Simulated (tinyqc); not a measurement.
Raising U: Hubbard chain of 4 sites, mean field against exact. Computed by the program tinyqc. Collinear unrestricted mean field (the lowest of 40 random starts) against exact diagonalisation.

one-body matrix (hopping and site energies) (eV):
```
         1        2        3        4
1   0.0000  -1.6200   0.0000   0.0000
2  -1.6200   0.0000  -1.6200   0.0000
3   0.0000  -1.6200   0.0000  -1.6200
4   0.0000   0.0000  -1.6200   0.0000
```

electrons, up and down: 2  1

Exact and mean-field results (eV):

| U | U/t | E exact | E mean field | mean \|n_up - n_down\| | double occupancy, exact | first gap in the sector |
|---|---|---|---|---|---|---|
| 0.8100 | 0.5000 | -5.861460 | -5.842326 | 0.2500 | 0.1110 | 1.5957 |
| 1.6200 | 1.0000 | -5.524045 | -5.449107 | 0.2500 | 0.0974 | 1.5325 |
| 3.2400 | 2.0000 | -4.972647 | -4.699358 | 0.2500 | 0.0736 | 1.3544 |
| 4.8600 | 3.0000 | -4.559138 | -4.046413 | 0.3772 | 0.0550 | 1.1716 |
| 9.7200 | 6.0000 | -3.833798 | -2.947318 | 0.6262 | 0.0246 | 0.7768 |
| 12.9600 | 8.0000 | -3.577069 | -2.716879 | 0.7278 | 0.0159 | 0.6208 |
| 19.4400 | 12.0000 | -3.285982 | -2.572357 | 0.7408 | 0.0079 | 0.4369 |
| 32.4000 | 20.0000 | -3.030648 | -2.459330 | 0.7468 | 0.0031 | 0.2711 |

Estimate the missing row, U = 6.48.

Computed row:
```
U          U/t    E exact  E mean field  mean |n_up - n_down|  double occupancy, exact  first gap in the sector
6.4800  4.0000  -4.249478     -3.549953                0.4977                   0.0414                   1.0129
```

In absolute terms mean field is worst at U/t = 6.0, 0.886 eV too high: at small U it is nearly exact, and at large U it still misses the motion of the hole through a fluctuating spin background. Relative to the exact energy its error is 0.3 % at the smallest U, 24 % at most and 19 % at the largest. The double occupancy falls from 0.111 to 0.003.
